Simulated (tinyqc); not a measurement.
# Thermal RC ladder, step response: effects of single changes

A ladder of 2 nodes: R_i joins node i to node i + 1, the last R to the ambient; C_i is the heat capacity of node i; theta is the rise above ambient, zero at t = 0. d theta/dt = -A theta + b with b = (Pw/C_1, 0, ...), times in ms.

Parameters, values chosen for the exercise: resistances, junction to ambient R = [0.81, 0.35] K/W; heat capacities of the nodes C = [0.39, 6.6] mJ/K; power at node 1 from t = 0 Pw = 6.8 W.

Each table varies one quantity; the others keep the values above.

## Single pulses of growing length

A = C^(-1) K, K_ii = 1/R_(i-1) + 1/R_i (no first term for node 1), K_(i,i+1) = K_(i+1,i) = -1/R_i. The time constants tau_k are the inverse eigenvalues of A; the rise of node 1 per watt is Z(t) = sum_k r_k (1 - exp(-t/tau_k)), with r_k = v_k1^2 tau_k/C_1 and v_k the unit eigenvectors of C^(-1/2) K C^(-1/2).

Single pulses of growing length:
```
t (ms)	Z(t) (K/W)	Z/sum R	t/C_1 (K/W)	rise (K)
0.059	0.1380	0.1190	0.1513	0.9387
0.1	0.2200	0.1897	0.2564	1.496
0.18	0.3529	0.3042	0.4615	2.400
0.33	0.5303	0.4571	0.8462	3.606
0.58	0.7004	0.6038	1.487	4.762
1	0.8319	0.7172	2.564	5.657
1.8	0.9385	0.8091	4.615	6.382
3.2	1.035	0.8925	8.205	7.040
5.6	1.113	0.9594	14.36	7.568
9.9	1.152	0.9929	25.38	7.832
```

Z rises from 0.138 to 1.15 K/W, against 1.16 K/W in the steady state. In the first row it is 8.8 % below t/C_1, the limit in which only the first heat capacity is charged. It passes half of the steady value at t = 0.58 ms among the rows.

## Time step and accuracy

Both schemes run from t = 0 to 1.2 ms in M equal steps dt: explicit, theta(new) = theta + dt (b - A theta); implicit, (1 + dt A) theta(new) = theta + dt b. Errors of node 1 are against Pw Z; tau_1 is the shortest time constant.

Time step and accuracy:
```
M	dt/tau_1	error, explicit (%)	error, implicit (%)
2	2.028	-82.15	-9.138
3	1.352	6.347	-6.004
4	1.014	2.430	-4.424
8	0.5070	1.617	-2.108
16	0.2535	0.8938	-1.014
32	0.1268	0.4649	-0.4948
64	0.06338	0.2365	-0.2440
128	0.03169	0.1192	-0.1211
```

With 2 steps the errors are -82 % (explicit) and -9.1 % (implicit), with 128 steps 0.12 and -0.12 %. The last doubling divides them by 2.0 and 2.0: both schemes are of first order, with errors of opposite sign. The explicit scheme is stable only for dt < 2 tau_1, and the first row, at 2.03, sits next to that limit, so its error does not follow the trend.

Program tinyqc, `OMP_NUM_THREADS=1 python tinyqc.py 2520056 2520057 out.jsonl`; Intel Xeon 2.30GHz, shared host, one thread, about 0.01 s.
